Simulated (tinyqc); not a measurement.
Biaxially strained (001) channel, valley splitting in an inversion layer: one step of the calculation.

A thin layer grown on a relaxed buffer is stretched in the plane. The two valleys with their long axis along the growth direction (D2) sink against the four in-plane ones (D4); confinement in a triangular well splits them too. Only the lowest subband of each set is kept; one relaxation time, so the weakening of intervalley scattering is left out.

Problem. Fermi level by Newton steps. f = N2 ln(1 + exp((EF - E2)/Vt)) + N4 ln(1 + exp((EF - E4)/Vt)) - Ns, f' = [N2/(1 + exp((E2 - EF)/Vt)) + N4/(1 + exp((E4 - EF)/Vt))]/Vt, EF(new) = EF - f/f'.

Inputs (values chosen for the exercise):
- T = 300 K (temperature)
- Ns = 8.3e12 cm^-2 (inversion density)

Constants: q = 1.602176634e-19 C, kB = 1.380649e-23 J/K, Vt = kB T/q. Results are converted to the units shown.

EF after iteration 1 = 0.24745884 eV
E2 = 0.17935131 eV
E4 = 0.49885662 eV
N2 = 4.1468905e12 cm^-2
N4 = 1.8085784e13 cm^-2

Wanted: f; f'; EF after iteration 2.

Solution.

f = 2.9135e12 cm^-2
f' = 1.4971e14 cm^-2/eV
EF after iteration 2 = 0.22800 eV

Computed by the program tinyqc: `OMP_NUM_THREADS=1 python tinyqc.py 2530156 2530157 out.jsonl`, one thread of a shared Intel Xeon 2.30GHz, about 0.05 s for the whole run.
